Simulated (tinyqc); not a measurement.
# Worked calculation: CMOS inverter, nodal equation and switching

Program tinyqc, `OMP_NUM_THREADS=1 python tinyqc.py 2340164 2340165 out.jsonl`; Intel Xeon 2.30GHz, shared host, one thread, about 0.04 s. Printed values are rounded.

An n-channel pull-down (bn, VTn) and a p-channel pull-up (bp, VTp) share the input Vin and the output node Vout, which carries the load C. Transistor (EKV form, voltages against the body): I = 2 n b Vt^2 [F(vp - Vs) - F(vp - Vd)] from drain to source, F(v) = ln^2(1 + exp(v/(2 Vt))), vp = (Vg - VT + sg |Vd - Vs|)/n. n-channel bodies are at 0; for the p-channel device all voltages are counted down from Vdd. b in uA/V^2 gives I in uA. Static: In = Ip. Transient: C dVout/dt = Ip - In. No velocity saturation, no gate capacitance beyond C.

Values chosen for this exercise: temperature T = 350 K; supply voltage Vdd = 0.9 V; slope factor n = 1.19; drain-induced barrier lowering sg = 0.067; n-channel threshold VTn = 0.26 V; p-channel threshold (magnitude) VTp = 0.39 V; gain factor of the pull-down transistor bn = 570 uA/V^2; gain factor of the pull-up transistor bp = 570 uA/V^2; load capacitance C = 0.92 fF; input voltage Vin = 0.53 V; time step dt = 0.9 ps.

Constants: q = 1.602176634e-19 C, kB = 1.380649e-23 J/K, Vt = kB T/q. Results are converted to the units shown.

## Iteration 1: output voltage by Newton steps

Vout at the start = 0.45 V

f = In - Ip at (Vin, Vout); G = df/dVout by a central difference with +/- 1e-6 V; Vout(new) = Vout - f/G, the step limited to +/- 0.1 V.

In = 21.73125 uA
Ip = 0.7247380 uA
G = 10.5189 uS
Vout after iteration 1 = 0.35 V

## Iteration 2: output voltage by Newton steps

As before.

In = 20.75800 uA
Ip = 0.8244986 uA
G = 11.3273 uS
Vout after iteration 2 = 0.25 V

## Course of the iteration: output voltage by Newton steps

Stop when Vout changes by less than 1e-9 V, or after 30 iterations.

Course of the iteration:
```
iteration     Vout (V)  |change| (V)
1                 0.35         0.100
2                 0.25         0.100
3                 0.15         0.100
4                 0.05         0.100
5          0.003940958        0.0461
6          0.008386858       4.45e-3
7          0.008428895       4.20e-5
8          0.008428899       3.76e-9
9          0.008428899       < 1e-14
```

Converged in 9 iterations. At the end the number of correct digits about doubles with each step.

## Transfer curve

Vin, point 0 to 10 (V): 0  0.09  0.18  0.27  0.36  0.45  0.54  0.63  0.72  0.81  0.9

For each Vin solve In = Ip; gain = dVout/dVin.

```
point   Vout (V)  supply current (uA)     gain
0      0.8999847            0.0044532  -0.0004
1      0.8998009             0.047547  -0.0055
2      0.8978858              0.39319  -0.0517
3      0.8840825               2.0454  -0.3305
4      0.7637089               6.0863  -5.8289
5      0.0451406               4.0521  -0.9868
6      0.0067699               1.0502  -0.1498
7      0.0007677              0.16097  -0.0201
8      0.0000646             0.016924  -0.0018
9      0.0000048            0.0014987  -0.0001
10     0.0000003            1.2517e-4   0.0000
```

The switching point Vin = Vout lies at 0.3891 V, with a gain of -14.9. The current peaks at 6.09 uA among the points, against 0.0045 and 1.3e-4 uA of leakage at the ends.

## Switching point and noise margins

VM solves In = Ip with Vin = Vout. VIL and VIH are the inputs at which the gain is -1; NML = VIL - Vout(VIH), NMH = Vout(VIL) - VIH.

VM = 0.38908 V
gain at VM = -14.913
VIL = 0.32050 V
VIH = 0.44950 V
NML = 0.27486 V
NMH = 0.40486 V

VM lies 61 mV below Vdd/2, and the high margin is the larger one. With both transistors saturated the size of the gain tends to 1/sg = 14.9; here it is 0.082 % below that.

## Step 1: one time step of the falling output

Vout at t = 0 = 0.9 V

The input steps to Vdd at t = 0; I = In - Ip. Implicit Euler: V(new) = V - (dt/C) I(V(new)), solved for V(new); 1 ps uA/fF = 1 mV.

I(V) = 117.4549 uA
I(V(new)) = 114.9403 uA
Vout after step 1 = 0.7875584 V

## Step 2: one time step of the falling output

As before.

I(V) = 114.9403 uA
I(V(new)) = 112.4728 uA
Vout after step 2 = 0.6775307 V

## Delays and energy

For a step input the delay to Vdd/2 is tHL = C times the integral of dV/(In - Ip) from Vdd/2 to Vdd at Vin = Vdd, and tLH likewise with Ip - In from 0 to Vdd/2 at Vin = 0. Energy drawn for one full cycle of the output: C Vdd^2. Leakage power: Vdd times the mean of the supply currents at Vin = 0 and Vdd.

tHL = 3.706928 ps
tLH = 5.615913 ps
energy = 0.7452 fJ
leakage power = 2.060257 nW

Time steps as above cross Vdd/2 at 3.78 ps by linear interpolation, 2.0 % above tHL. tLH/tHL = 1.51, with bn/bp = 1.00.
